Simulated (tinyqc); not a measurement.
Screening length from the swing.

Inverse problem. In a simple model of a Schottky-barrier transistor a barrier thinner than d = 4.3 nm is transparent, so the effective barrier is pn - psi (1 - exp(-d/lam)) and the swing beyond flat band is Vt ln 10/(1 - exp(-d/lam)). Find the thermionic swing, lam, and the effective barrier at psi = 0.2 V.

Parameters, values chosen for the exercise:
- T = 300 K (temperature)
- pn = 0.18 eV (barrier for electrons at both contacts)

Constants: q = 1.602176634e-19 C, kB = 1.380649e-23 J/K, Vt = kB T/q. Results are converted to the units shown.

swing in the tunnelling range = 78.171255 mV/decade

Solution. The ratio of the two swings is 1 - exp(-d/lam).

Vt ln 10 = 59.53 mV/decade
lam = 3.000 nm
effective barrier = 0.02770 eV

Program tinyqc, `OMP_NUM_THREADS=1 python tinyqc.py 2390049 2390050 out.jsonl`; Intel Xeon 2.30GHz, shared host, one thread, about 0.3 s.
